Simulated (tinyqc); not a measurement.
Inside a calculation. Method: MP2 on RHF in the 3-21g basis, for H2, spin multiplicity 1. One step of it, computed by the program tinyqc.

Question. Orthogonalisation. S = U s U^T; canonical form X = U s^(-1/2), so that X^T S X = 1. Each column of U has its largest component positive (the first on a tie).

overlap S, order 1H 1s, 1H 2s, 2H 1s, 2H 2s:
```
[[1.000000, 0.645899, 0.251287, 0.407704],
 [0.645899, 1.000000, 0.407704, 0.756796],
 [0.251287, 0.407704, 1.000000, 0.645899],
 [0.407704, 0.756796, 0.645899, 1.000000]]
```

Give: eigenvalues of S; X.

Answer.

eigenvalues of S: [0.149, 0.421, 0.843, 2.588]

X, order 1H 1s, 1H 2s, 2H 1s, 2H 2s:
```
[[-0.677, 0.856, 0.716, 0.272],
 [1.705, -0.675, 0.284, 0.345],
 [0.677, 0.856, -0.716, 0.272],
 [-1.705, -0.675, -0.284, 0.345]]
```
